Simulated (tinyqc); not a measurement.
Speciation in dilute and buffered hydrofluoric acid, oxide etch rate and bath loading: one step, computed by the program tinyqc. Command: `OMP_NUM_THREADS=1 python tinyqc.py 3120895 3120896 out.jsonl hfetch walk`. One thread of a shared host (Intel(R) Xeon(R) Processor @ 2.30GHz), about 0.01 s of CPU time with the checks.

Concentrations stand for activities, NH4+ and Cl- are spectators, and water ionisation is neglected. H, F and HF2 denote the ions H+, F- and HF2-. The base temperature is 298 K.

Problem. Etch rate. Rate = k_a ([HF] + 2 [H2F2]) + k_b [HF2], an empirical two-term form. Time = oxide/rate; a temperature error changes the rate by exp((E_a/k_B)(1/298 - 1/(298 + error))) - 1.

Inputs (values chosen for the exercise, of the order of those for thermal oxide at room temperature): rate constant of neutral HF k_a = 18 nm L/(min mol); rate constant of HF2 k_b = 48 nm L/(min mol); activation energy = 0.37 eV; temperature error = 2.6 K; oxide removed per wafer = 55 nm.

[HF] = 0.2197243 mol/L

[H2F2] = 0 mol/L

[HF2] = 0.003292460 mol/L

Constants: k_B = 8.617333262e-05 eV/K.

Give: etch rate; share of HF2 in the rate; etch time; rate change from the temperature error.

Solution.

etch rate = 4.113 nm/min

share of HF2 in the rate = 3.842 %

etch time = 802.3 s

rate change from the temperature error = 13.27 %
